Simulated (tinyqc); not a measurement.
k.p values derived from sp3s* tight binding at Gamma, step by step. Values are carried at full precision from step to step, so a last printed digit may differ when a step is redone from the rounded ones.

At Gamma the states are two-level mixtures: s-like S+ (upper) and S- (lower) from [[Esa, Vss], [Vss, Esc]], p-like P- (valence) and P+ from [[Epa, Vxx], [Vxx, Epc]], and the bare s* levels. With real k in 1/angstrom and kz = 0, the phase sums over the four bonds are g0 = 1 - (a k/4)^2/2, g1 = i a kx/4, g3 = -(a/4)^2 kx ky to second order. Each mixture is written (anion, cation) with the anion part positive. c = hbar^2/2m0. No spin-orbit coupling.

Constants: hbar^2/2m0 = 3.80998211 eV angstrom^2.

Inputs chosen for the exercise (near a published set for GaP, fitted to gaps, whose masses and valley positions are rough; the results hold for these values, not for the real material): Esa = -8.129 eV (s level of the anion); Esc = -2.209 eV (s level of the cation); Epa = 1.12 eV (p level of the anion); Epc = 4.13 eV (p level of the cation); Vss = -7.438 eV (s-s); Vxx = 2.146 eV (px-px); a = 5.448 angstrom (lattice constant); Vsapc = 4.282 eV (s anion, p cation); Vscpa = 6.322 eV (s cation, p anion); Vxapc = 4.638 eV (s* anion, p cation); Vpaxc = 5.093 eV (p anion, s* cation); Exa = 8.485 eV (s* level of the anion); Exc = 7.162 eV (s* level of the cation); Vxy = 5.149 eV (px-py).

## States at Gamma

Solve the two blocks.

States:
```
state    E (eV)  anion part  cation part
S-     -13.1743     0.82757      0.56136
P-       0.0039     0.88718     -0.46142
S+       2.8363     0.56136     -0.82757
P+       5.2461     0.46142      0.88718
```

## Linear terms and the Kane energy

<s state|dH/dkx|x state> = i P with P = (a/4)(sa pc Vsapc + sc pa Vscpa), sa, sc and pa, pc being the parts of the two states; for s* on the anion P = (a/4) pc Vxapc, on the cation (a/4) pa Vpaxc. Ep = P^2/c for S+ to P-.

Couplings:
```
pair       P (eV angstrom)  E(first) - E(second) (eV)
S+ to P-           -7.8326                     2.8325
S+ to P+           -0.3835                    -2.4098
S- to P-            2.0612                   -13.1782
s*a to P-          -2.9148                     8.4811
s*c to P-           6.1541                     7.1581
```

Ep = 16.102 eV

The two terms of S+ to P- have the same sign and add: S+ and P- both change sign from anion to cation. An on-site momentum element between s and p, which real atoms have, is absent from this model.

## Electron mass

m0/m = [<S+|d2H/dkx^2|S+>/2 + sum P^2/(E(S+) - E(P))]/c over P- and P+, with the direct term -(a/4)^2 sa sc Vss.

parts of m0/m: direct -1.682, from P- 5.685, from P+ -0.016

mass = 0.2509 m0

The valence band supplies 143 % of m0/m; the direct term, which stands in for the free-electron 1, is -1.68. S+ is not the lowest valley of GaP; this is the mass of the Gamma level.

## Valence parameters L, M, N and the Luttinger values

Direct terms d0 = -(a/4)^2 pa pc Vxx, dN = -2 (a/4)^2 pa pc Vxy for P-. F = sum P^2/(E(P-) - E(s)) over S+, S-, s*a, s*c. The y state of P- couples to the z state of P+ through Q = (a/4) Vxy (pa p'c - pc p'a), primes for P+, and H1 = Q^2/(E(P-) - E(P+)). L = d0 + F, M = d0 + H1, N = dN + F + H1; g1 = -(L + 2M)/(3c), g2 = -(L - M)/(6c), g3 = -N/(6c).

d0, dN, F, Q, H1 (eV angstrom^2; Q in eV angstrom): [1.6297, 7.8202, -27.6295, 7.0129, -9.3817]

L, M, N (eV angstrom^2): [-26.000, -7.752, -29.191]

g1, g2, g3: [3.631, 0.798, 1.277]

Along [100] the masses without spin-orbit coupling are c/|L| = 0.147 (one band) and c/|M| = 0.491 (two bands).

## Checks

- Electron mass against a finite difference of the full bands: both 0.2509.
- L and M against finite differences along [100]: largest relative difference 7.2e-06.
- Lowest curvature along [111], (L + 2M + 2N)/3, against a finite difference: both -33.295.

Computed by tinyqc, a small Python program: `OMP_NUM_THREADS=1 python tinyqc.py 1480289 1480290 out.jsonl` (the numbers bound the seed that draws the inputs); one thread of a shared host (Intel(R) Xeon(R) Processor @ 2.30GHz), about 0.01 s for the whole set of steps.
